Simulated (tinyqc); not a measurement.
# Quantum limit of the contact resistance of a two-dimensional channel: what changes with what

Parabolic band with gv valleys, C = hbar^2/(2 m0), eta = (EF - Ec)/(kB T). Landauer picture: each mode conducts 2 q^2/h, and the contacts and the channel add incoherently in series, 1/Tt - 1 = 2 (1/tc - 1) + L/lam for the total transmission Tt.

Values chosen for this exercise:
- T = 77 K (temperature)
- m = 0.5 m0 (mass)
- gv = 1 (valleys)
- n = 4.7e13 cm^-2 (carrier density)
- tc = 0.64 (transmission of each contact)
- lam = 4.4 nm (back-scattering length of the channel)

Constants: q = 1.602176634e-19 C, kB = 1.380649e-23 J/K, hbar = 1.054571817e-34 J s, h = 6.62607015e-34 J s, m0 = 9.1093837015e-31 kg, Vt = kB T/q, hbar^2/(2 m0) = 0.0380998212 eV nm^2. Results are converted to the units shown.

Each table varies one quantity; the others keep the values above.

## Quantum limit against density

n = N ln(1 + exp(eta)), N = gv m kB T/(2 pi C); modes per width M = gv sqrt(m kB T/C) Fm(eta)/(2 sqrt(pi)), Fm(x) = (1/sqrt(pi)) int_0^infinity u^(-1/2)/(1 + exp(u - x)) du; at zero temperature M0 = gv kF/pi, kF = sqrt(2 pi n/gv). kB T in eV. RQ = (h/2q^2)/M for the whole device, R = RQ/Tt; the part of one contact is Rc = RQ (1/tc - 1/2) and the channel adds RQ L/lam.

Quantum limit against density:
```
n (cm^-2)       eta  M (1/um)  M0 (1/um)  RQ/2 (ohm um)
1.4e11      -2.2415    8.2363     29.854         783.51
3.4e11      -1.2800    19.428     46.524         332.15
8.3e11     -0.19833    44.282     72.691         145.73
2e12         1.1737    91.946     112.84         70.185
5e12         3.5803    170.87     178.41         37.766
1.2e13       8.6585    274.76     276.40         23.487
3e13         21.647    436.63     437.02         14.779
```

What does the comparison show?

The limit for one contact, RQ/2, falls from 784 to 14.8 ohm um, as n^(-0.97) between the first two rows (eta = -2.2) and n^(-0.51) between the last two (eta = 22); the non-degenerate power is -1 and the degenerate one -1/2. M0 is 3.62 times M in the first row and 0.089 % above it in the last.

## Total resistance against length

Same model as above.

kB T in eV.

Results:
```
L (nm)  R (ohm um)  share of the contacts (%)
0.38        52.195                     96.095
1           55.521                     90.338
6.9         87.171                     57.538
18          146.72                     34.186
48          307.65                     16.303
130         747.53                     6.7097
```

Estimate the missing row, L = 2.6 nm.

Computed row:
```
L (nm)  R (ohm um)  share of the contacts (%)
2.6         64.104                     78.243
```

With this row back in the table: R is a straight line in L with intercept 2 Rc = 50.2 ohm um; the share of the contacts falls from 96.1 to 6.71 % and is one half at L = lam (2/tc - 1) = 9.35 nm.

Numbers from tinyqc (`OMP_NUM_THREADS=1 python tinyqc.py 2760071 2760072 out.jsonl`; about 0.01 s on one thread of a shared Intel Xeon 2.30GHz).
